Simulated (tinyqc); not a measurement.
Epitaxial growth on a vicinal surface: Burton-Cabrera-Frank step flow, step-edge barrier and island nucleation. Changing the miscut angle. Computed by tinyqc, a small Python program. Command: `OMP_NUM_THREADS=1 python tinyqc.py 3023405 3023406 out.jsonl stepflow sweep`. One thread of a shared host (Intel(R) Xeon(R) Processor @ 2.30GHz), about 0.07 s of CPU time with the checks.

Adatoms land at rate F, hop on a square grid (a simplification for hexagonal faces), desorb, or join steps. Lengths are in units of a and n is the adatom coverage. Steps ascend at x = 0 and descend at x = l.

Inputs (values chosen for the exercise, close to those used for Si(111)):
```
quantity                     value      unit
site spacing a                3.84  angstrom
step height h                 3.14  angstrom
diffusion barrier E_d         1.14        eV
desorption energy E_a         3.05        eV
adatom formation energy E_f   1.14        eV
step-edge barrier E_s        0.097        eV
attempt frequency nu            10       THz
deposition rate F             0.24  layers/s
temperature T                  870         C
critical nucleus size i          1         -
```

Constants: k_B = 8.617333262e-05 eV/K.

Method:
- D = nu exp(-E_d/(k_B T)) (a^2/s, nu counted per direction); tau = exp(E_a/(k_B T))/nu; x_s = sqrt(D tau); n_eq = exp(-E_f/(k_B T)); terrace width l = h/(a tan(miscut)); Schwoebel length l_s = exp(E_s/(k_B T)) - 1.
- Temperatures in kelvin are T(C) + 273.15.
- D n'' - n/tau + F = 0 with n(0) = n_eq and -l_s n'(l) = n(l) - n_eq. With u = n - F tau, A = n_eq - F tau, y = l/x_s, s = l_s/x_s: u = A cosh(x/x_s) + B sinh(x/x_s), B = A (1 - cosh y - s sinh y)/(sinh y + s cosh y). Flux into the ascending step J+ = D B/x_s, over the descending one J- = -(D/x_s)(A sinh y + B cosh y); step velocity J+ + J-; growth rate (J+ + J-)/l. For small y: J+ + J- = (F - n_eq/tau) l, J-/J+ = l/(l + 2 l_s).
- The coverage peaks where n' = 0, tanh(x/x_s) = -B/A.
- Island density on a flat surface without desorption: N = 0.25 (F/D)^(i/(i+2)) exp(E_i/((i+2) k_B T)) per site, with E_i = 0 for i = 1; spacing l_n = N^(-1/2). Step flow needs an effective width l_eff = 2 x(peak) below l_n.

One run for each value:
```
miscut angle (degrees)  ratio l_eff/l_n  growth rate (layers/s)  peak coverage  terrace width l (a)
0.03                             28.888                 0.23981     7.8695e-04           1.5617e+03
0.062                            13.994                 0.23995     1.9202e-04           7.5566e+02
0.13                              6.690                 0.23999     5.1161e-05           3.6039e+02
0.26                              3.360                 0.23999     1.9952e-05           1.8020e+02
0.55                              1.604                 0.24000     1.1822e-05           8.5181e+01
1.1                               0.817                 0.24000     1.0043e-05           4.2587e+01
2.3                               0.405                 0.24000     9.5741e-06           2.0359e+01
4.8                               0.206                 0.24000     9.4610e-06           9.7378e+00
10                                0.108                 0.24000     9.4322e-06           4.6375e+00
```

What does the table show, and why?

Over the rows, ratio l_eff/l_n falls from 28.9 to 0.108 (exponent d ln y / d ln x -1.00 between the first rows and -0.88 between the last); growth rate (layers/s) rises from 0.23981 to 0.24000; peak coverage falls from 7.87e-4 to 9.43e-6 (exponent d ln y / d ln x -1.9 between the first rows and -0.0041 between the last). At the low end the exponent of ratio l_eff/l_n is -1.00, close to -1: terraces narrow as the miscut grows. The exponent of growth rate stays at 0: the steps stand close against x_s, so their spacing does not matter. At the high end the exponent of peak coverage is 0.00, close to 0: the coverage stays near n_eq.

Caution (rows 0.0300, 0.0620, 0.130, 0.260, 0.550): twice the distance from the ascending step to the coverage peak exceeds the expected island spacing [0.25 (F/D)^(i/(i+2)) exp(E_i/((i+2) k_B T))]^(-1/2) by 40 % or more, so islands nucleate and the step-flow values are formal. Caution (all rows): the prefactor 0.25 and the criterion are estimates, good to a factor of about two in length. Caution (rows 4.80, 10.0): terraces under ten sites wide are at the edge of a continuum description.

Extremes, crossings and ranges named in words are read from the listed rows.
